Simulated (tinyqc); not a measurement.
Long runs: velocity against field: Monte Carlo simulation of one carrier in a uniform electric field. Computed by tinyqc, a small Python program. Command: `OMP_NUM_THREADS=1 python tinyqc.py 3014308 3014309 out.jsonl mcfl walk`. One thread of a shared host (Intel(R) Xeon(R) Processor @ 2.30GHz), about 2 s of CPU time with the checks.

The force e F acts along +z. Flights end at the constant total rate Gamma; the part of Gamma that the real rates do not fill is self-scattering, which leaves k unchanged. One valley, no impurities; equivalent final valleys enter only through Z_f in the optical rate.

Inputs (values chosen for the exercise, modelled on holes in silicon):
```
quantity,value,unit
effective mass m,0.502,m_0
non-parabolicity alpha,0.28,1/eV
density rho,2329,kg/m^3
sound velocity v_l,8920,m/s
acoustic deformation potential D_A,5.3,eV
phonon energy hbar w,60.2,meV
optical or intervalley deformation potential D_o,8.6,1e8 eV/cm
final valleys Z_f,1,-
lattice temperature T,77,K
electric field F,22,kV/cm
energy E_max up to which Gamma must cover the rates,1,eV
seed of the random numbers,73276,-
```

Crystal: non-polar. Band: Kane.

Constants: k_B = 1.380649e-23 J/K; e = 1.602176634e-19 C; hbar = 1.054571817e-34 J s; m_0 = 9.1093837015e-31 kg; hbar = 6.582119569e-16 eV s; k_B = 8.617333262e-05 eV/K.

Method:
- Kane band: hbar^2 k^2/(2 m) = E (1 + alpha E), speed v = hbar k/(m (1 + 2 alpha E)), states per spin, volume and energy g(E) = m k (1 + 2 alpha E)/(2 pi^2 hbar^2); overlap factors are set to 1. Masses are multiplied by m_0 and all formulas are in SI units.
- Phonon occupation N_q = 1/(exp(hbar w/(k_B T)) - 1).
- Acoustic deformation potential (elastic, equipartition, absorption and emission together): 1/tau = 2 pi k_B T D_A^2 g(E)/(hbar rho v_l^2).
- Optical or intervalley deformation potential: 1/tau = (pi Z_f D_o^2/(rho w)) [N_q g(E + hbar w) + (N_q + 1) g(E - hbar w)], with g = 0 below the band edge.
- Gamma is 1.05 times the largest total rate on the grid E = (j + 1/2) E_max/400, j = 0..399.
- On the grid E_j = (j + 1/2) hbar w/12 up to 20 k_B T + 2 hbar w, solve (sum of rates) l(E) = v(E); mu_0 = e sum g v l exp(-E/k_B T)/(3 k_B T sum g exp(-E/k_B T)).
- Flight: t = -ln(r1)/Gamma; k_z grows by e F t/hbar; E follows from the band; dz = (E_end - E_start)/(e F).
- Choice: with cumulative rates in the order acoustic, absorption, emission, the process is the first whose sum exceeds r2 Gamma; if none, self-scattering.
- Final state: E' = E, E + hbar w or E - hbar w gives k'. Isotropic processes: cos(theta) = 1 - 2 r3 from the z axis, phi = 2 pi r4, k' (sin theta cos phi, sin theta sin phi, cos theta).
- Each row: 250 carriers from a thermal start, 1600 flights each, the first half discarded, random numbers not printed; the error is the standard error over ten groups; the mean energy is taken at the ends of flights, which sample time evenly. Fields at which more than 0.02 % of the events exceed Gamma are left out.

Gamma = 40.3808 1e12/s

low-field mobility mu_0 = 16781.2 cm^2/(V s)

Monte Carlo results:
```
F (kV/cm),drift velocity (1e5 m/s),error (1e5 m/s),mu_0 F (1e5 m/s),mean energy (meV),real events (%)
5.5,0.845,0.0053,9.230,44.4,2.87
11.0,0.939,0.0056,18.459,62.1,5.39
22.0,1.040,0.0055,36.919,104.0,10.90
44.0,1.090,0.0064,73.837,203.0,22.00
```

What does the comparison show, and why?

At the lowest field the drift velocity is 0.09 +/- 0.00 of the ohmic value mu_0 F, at the highest 0.01 +/- 0.00. The mean energy goes from 44 to 203 meV against the parabolic-band thermal value 3 k_B T/2 = 10 meV: the carriers heat, more of them reach the emission threshold, where they lose momentum, and the curve bends below the ohmic line. Only 3 to 22 % of the events are real; the rest is the price of a constant Gamma. Where hbar w is several k_B T, energy relaxes slowly and the low-field energies may still be drifting.

Extremes, crossings and ranges named in words are read from the listed rows.
